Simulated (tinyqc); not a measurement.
Strain and the order of the valence edges: six-band k.p model of the valence band of a wurtzite crystal.

At k = 0: E1 = D1c + D2c + Te + Le (pure HH); E2, E3 = Le + u +/- sqrt(u^2 + 2 D3c^2), u = (D1c - D2c + Te)/2, D1c = Dcr, D2c = D3c = Dso/3. The weight of LH in state 2 is fL = (E2 - Le)^2/((E2 - Le)^2 + 2 D3c^2). Relative strengths of transitions to the conduction band: for E perpendicular to c (TE) 1/2, fL/2, (1 - fL)/2; for E along c (TM) 0, 1 - fL, fL, with one momentum element for both directions.

Strain of a c-plane layer: exx = eyy = e_par, ezz = -2 (C13/C33) e_par; Le = D1 ezz + D2 (exx + eyy), Te = D3 ezz + D4 (exx + eyy).

Conduction edge: Ec = (top of the unstrained valence band) + Eg + (a1 + D1) ezz + (a2 + D2)(exx + eyy).
Constants: kB = 8.617333262e-05 eV/K.

Parameters, chosen for this exercise (of the order of those of hexagonal CdSe; the results hold for these values, not for the real material): Dcr = 0.0405 eV (crystal-field splitting); Dso = 0.4029 eV (spin-orbit splitting); Eg = 1.822 eV (direct gap at Gamma from the top of the unstrained valence band); a1 = -0.74 eV (gap potential along c); a2 = -3.85 eV (gap potential in the plane); D1 = -1.01 eV; D2 = 0.95 eV; D3 = 4.04 eV; D4 = -2.09 eV; C13 = 40 GPa; C33 = 86 GPa; T = 400 K (temperature).

Edges from the unstrained top. Degree of polarisation (TE - TM)/(TE + TM), each state weighted by exp(E/kT) alone (equal densities of states).

Results:

| e_par (%) | E1 (meV) | E2 (meV) | E3 (meV) | fL | lowest transition (eV) | polarisation |
|---|---|---|---|---|---|---|
| -2.00 | 102.0 | -6.4 | -391.8 | 0.584 | 1.8035 | 0.932 |
| -1.50 | 76.5 | -14.4 | -395.1 | 0.533 | 1.8081 | 0.879 |
| -1.00 | 51.0 | -20.3 | -400.5 | 0.481 | 1.8127 | 0.780 |
| -0.50 | 25.5 | -24.2 | -407.9 | 0.429 | 1.8174 | 0.606 |
| 0.00 | 0.0 | -26.1 | -417.3 | 0.380 | 1.8220 | 0.339 |
| 0.50 | -25.5 | -26.0 | -428.7 | 0.334 | 1.8266 | 0.007 |
| 1.00 | -51.0 | -24.3 | -441.7 | 0.293 | 1.8045 | -0.305 |
| 1.50 | -76.5 | -20.9 | -456.4 | 0.256 | 1.7803 | -0.532 |
| 2.00 | -102.0 | -16.2 | -472.4 | 0.223 | 1.7548 | -0.671 |

What can be read from this table?

E1 = E2 requires Dcr + Te = 0, which here falls at e_par = 0.51 %, inside the sweep: state 1 is on top for smaller e_par and state 2 beyond. The polarisation goes from +0.93 to -0.67 and changes sign between 0.50 and 1.00 %; the lowest transition moves by -12 meV per 1 % on average, not monotonically: it peaks at e_par = 0.50 % among these rows. The deformation potentials of this set are rough, and the small net slope can differ from measurement even in sign.

tinyqc: `OMP_NUM_THREADS=1 python tinyqc.py 1050991 1050992 out.jsonl`; about 0.01 s, one thread, shared Intel(R) Xeon(R) Processor @ 2.30GHz.
